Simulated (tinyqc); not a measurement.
# MOS inversion layer, Poisson-Schroedinger loop: effects of single changes

Electrons confined at an insulator interface at z = 0, treated as a hard wall; parabolic valleys, Hartree approximation, no image or exchange terms. The depletion charge lies far deeper than the electrons and gives a uniform field q Nd/(eps0 eps_r); the gate balances all charge. Energies are counted from the band edge at the interface.

Inputs (values chosen for the exercise); masses and permittivity close to those of silicon (110): temperature T = 300 K; relative permittivity eps_r = 11.5; mass along z of valley set A (4 valley(s)) mz1 = 0.32 m0; in-plane density-of-states mass of set A md1 = 0.321 m0; mass along z of valley set B (2 valley(s)) mz2 = 0.193 m0; in-plane density-of-states mass of set B md2 = 0.412 m0; sheet density of electrons Ns = 5.2e11 cm^-2; sheet density of depletion charge Nd = 3.1e11 cm^-2; extra shift of set B (strain) dE = 0.03 eV.

Constants: q = 1.602176634e-19 C, kB = 1.380649e-23 J/K, hbar = 1.054571817e-34 J s, m0 = 9.1093837015e-31 kg, Vt = kB T/q, eps0 = 8.8541878128e-14 F/cm where lengths are in cm, hbar^2/(2 m0) = 0.0380998212 eV nm^2. Results are converted to the units shown.

Each table varies one quantity; the others keep the values above.

## Effect of the extra shift of set B (strain)

Schroedinger equation -(C/mz) psi'' + (V0 + U + dE for set B) psi = E psi, C = hbar^2/(2 m0), psi(0) = 0, on a uniform mesh of 800 nodes with a far wall at 42 nm, 8 levels a set; V0 = q Nd z/(eps0 eps_r); dU/dz = q (Ns - integral of n from 0 to z)/(eps0 eps_r), U(0) = 0; N_k = g md m0 q Vt/(pi hbar^2) ln(1 + exp((EF - E_k)/Vt)), g the number of valleys of the set, sum N_k = Ns. Triangular well: E_k = a_k (C F^2/mz)^(1/3), a_1 = 2.338107, a_2 = 4.087949, C = hbar^2/(2 m0), F in eV/nm. Fang-Howard (all electrons in the lowest level of set A): b^3 = 6 (mz1/C) q (Nd + 11 Ns/32)/(eps0 eps_r), centroid 3/b, level C b^2/(4 mz1) + (3/b) q (Nd + 11 Ns/16)/(eps0 eps_r). The centroid adds 3.9 z_av/eps_r to an oxide-equivalent thickness.

The same in every row: Fang-Howard centroid (nm) = 4.11.

Effect of the extra shift of set B (strain):
```
dE (eV),A1 (meV),B1 (meV),EF (meV),share of A1 (%),share of set A (%),centroid z_av (nm),added oxide equivalent (nm)
-0.05,59.5,18.8,-70.2,17.6,25.8,5.95,2.02
-0.02,59.2,48.4,-52.3,35.4,52.4,5.81,1.97
0.01,58.9,78.0,-42.5,52.2,77.7,5.68,1.92
0.04,58.8,108,-38.4,61.5,91.7,5.60,1.90
0.07,58.7,138,-36.9,65.1,97.2,5.58,1.89
0.1,58.7,168,-36.5,66.3,99.1,5.57,1.89
0.13,58.7,198,-36.3,66.7,99.7,5.56,1.89
0.16,58.7,228,-36.3,66.8,99.9,5.56,1.89
```

Read the table: what changes, and by how much?

As dE goes from -0.05 to 0.16, A1 falls from 59.5 to 58.7 meV, the share of A1 rises from 17.6 to 66.8 % and the centroid falls from 5.95 to 5.56 nm. The Fang-Howard centroid is 31 % below the full one in the first row, where A1 holds 17.6 %, and 26 % below it in the last, where A1 holds 66.8 %.

## Effect of the sheet density of electrons

Schroedinger equation -(C/mz) psi'' + (V0 + U + dE for set B) psi = E psi, C = hbar^2/(2 m0), psi(0) = 0, on a uniform mesh of 800 nodes with a far wall at 47 nm, 8 levels a set; V0 = q Nd z/(eps0 eps_r); dU/dz = q (Ns - integral of n from 0 to z)/(eps0 eps_r), U(0) = 0; N_k = g md m0 q Vt/(pi hbar^2) ln(1 + exp((EF - E_k)/Vt)), g the number of valleys of the set, sum N_k = Ns.

Result of one run:
```
Ns (cm^-2),A1 (meV),B1 (meV),EF (meV),share of A1 (%),share of set A (%),centroid z_av (nm),added oxide equivalent (nm),Fang-Howard centroid (nm)
9.7e11,77.0,118,-2.69,64.1,88.7,4.93,1.67,3.75
```

What becomes of these results when the sheet density of electrons Ns is changed from 9.7e11 to 9.4e12 cm^-2, all else the same?

Result of the changed run:
```
Ns (cm^-2),A1 (meV),B1 (meV),EF (meV),share of A1 (%),share of set A (%),centroid z_av (nm),added oxide equivalent (nm),Fang-Howard centroid (nm)
9.4e12,284,345,278,85.8,92.5,2.35,0.798,2.13
```

The whole series:
```
Ns (cm^-2),A1 (meV),B1 (meV),EF (meV),share of A1 (%),share of set A (%),centroid z_av (nm),added oxide equivalent (nm),Fang-Howard centroid (nm)
1e11,38.7,75.4,-105,52.4,87.7,6.70,2.27,4.62
2.1e11,44.4,81.8,-79.5,54.5,87.9,6.35,2.15,4.47
4.5e11,55.7,94.4,-46.6,58.3,88.2,5.76,1.95,4.18
9.7e11,77.0,118,-2.69,64.1,88.7,4.93,1.67,3.75
2.1e12,115,160,59.0,71.6,89.7,3.98,1.35,3.21
4.4e12,177,228,145,79.1,90.9,3.11,1.05,2.65
9.4e12,284,345,278,85.8,92.5,2.35,0.798,2.13
2e13,462,539,488,90.5,93.9,1.78,0.603,1.68
```

As Ns goes from 1e11 to 2e13, A1 rises from 38.7 to 462 meV, the share of A1 rises from 52.4 to 90.5 % and the centroid falls from 6.70 to 1.78 nm. A1 goes as Ns^(0.64) between the last two rows (a triangular well in the field of that charge alone gives 2/3). EF lies more than 2 meV above A1 for Ns = 2e13. The Fang-Howard centroid is 31 % below the full one in the first row, where A1 holds 52.4 %, and 5.5 % below it in the last, where A1 holds 90.5 %.

Numbers from tinyqc (`OMP_NUM_THREADS=1 python tinyqc.py 2160129 2160130 out.jsonl`; about 0.9 s on one thread of a shared Intel Xeon 2.30GHz).
